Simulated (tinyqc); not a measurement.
# Input admittance of a MOSFET at zero drain bias: distributed channel and distributed gate: effects of single changes

Source and drain grounded, strong inversion, w = 2 pi f, Cox = eps0 eox/tox. The channel is an RC line of resistance 1/(mu Cox Vo) per square fed from both ends, so one finger has the intrinsic admittance y = i w Cox L tanh(g)/g per width, g = (1/2) sqrt(i w tau), tau = L^2/(mu Vo). The vertical resistance rv/L is in series with y, the overlaps 2 i w Cov in parallel: y_t = 1/(1/y + rv/L) + 2 i w Cov. The gate strip is a line of Rsh/L per length loaded by y_t, so a finger has Y = y_t Wf tanh(k)/k, k = (Wf/sd) sqrt(y_t Rsh/L); the device has Nf Y.

Inputs (values chosen for the exercise); values of the order met in silicon radio-frequency transistors: relative permittivity of the gate insulator (close to silicon dioxide) eox = 3.9; insulator thickness tox = 1.7 nm; channel length L = 0.051 um; finger width Wf = 6.4 um; number of fingers Nf = 8; channel mobility mu = 240 cm^2/(V s); gate overdrive Vo = 0.32 V; sheet resistance of the gate Rsh = 33 ohm/square; vertical resistivity of the gate stack rv = 0 ohm um^2; number of ends at which a finger is contacted sd = 2; overlap and fringe capacitance on each side Cov = 0.26 fF/um; frequency f = 37 GHz.

Constants: eps0 = 8.8541878128e-14 F/cm where lengths are in cm. Results are converted to the units shown.

Each table varies one quantity; the others keep the values above.

## Input impedance against frequency

Low-frequency limits, with c = Cox L and ct = c + 2 Cov: R_strip = Rsh Wf/(3 sd^2 L Nf), R_ch = (c/ct)^2 L/(12 mu Cox Vo Wf Nf), R_vert = (c/ct)^2 rv/(L Wf Nf), C = ct Wf Nf. Z = 1/(Nf Y) = R + 1/(i w C), Q = |Im Z|/R, far-point signal |1/cosh k|.

The same in every row: low-frequency R (ohm) = 43.373.

Input impedance against frequency:
```
f (GHz)      w tau      |k|  R (ohm)  C (fF)        Q  signal at the far point
0.4      8.5118e-4  0.16097   43.373  79.663   115.16                  0.99994
0.9      0.0019151  0.24145   43.372  79.658   51.184                  0.99971
2        0.0042559  0.35993   43.368  79.634   23.042                  0.99859
5         0.010640  0.56911   43.344  79.479   9.2400                  0.99128
10        0.021279  0.80484   43.257  78.931   4.6614                  0.96639
20        0.042559   1.1382   42.913  76.844   2.4132                  0.88248
60         0.12768   1.9714   39.731  61.634   1.0832                  0.52342
100        0.21279   2.5449   35.217  47.848  0.94449                  0.33539
300        0.63838   4.4047   21.225  25.925  0.96415                 0.083934
```

Read the table: what changes, and by how much?

R falls from 43.4 to 21.2 ohm and C falls from 79.7 to 25.9 fF. Q goes as f^(-1.00) between the first two rows and f^(0.02) between the last two, where w tau = 0.638 and |k| = 4.40. The low-frequency limits hold both R and C within 5 % up to f = 20 GHz among the rows.

## Effect of the gate overdrive

Same model as above.

Effect of the gate overdrive:
```
Vo (V)    w tau    |k|  R (ohm)  low-frequency R (ohm)  C (fF)      Q  signal at the far point
0.2      0.1260  1.548    41.99                  43.51   71.08  1.441                   0.7088
0.35    0.07199  1.548    41.84                  43.35   71.07  1.446                   0.7103
0.5     0.05039  1.548    41.78                  43.29   71.07  1.448                   0.7109
0.65    0.03876  1.548    41.75                  43.25   71.07  1.450                   0.7113
0.8     0.03149  1.548    41.73                  43.23   71.07  1.450                   0.7115
0.95    0.02652  1.548    41.72                  43.22   71.07  1.451                   0.7116
1.1     0.02290  1.548    41.71                  43.21   71.07  1.451                   0.7117
1.25    0.02016  1.548    41.70                  43.20   71.07  1.451                   0.7118
```

What does the table show?

As Vo goes from 0.2 to 1.25, R falls from 42.0 to 41.7 ohm, C stays near 71.1 fF and Q rises from 1.44 to 1.45. Only the channel term depends on Vo.

Computed by the program tinyqc: `OMP_NUM_THREADS=1 python tinyqc.py 2262237 2262238 out.jsonl`, one thread of a shared Intel Xeon 2.30GHz, about 0.01 s for the whole run.
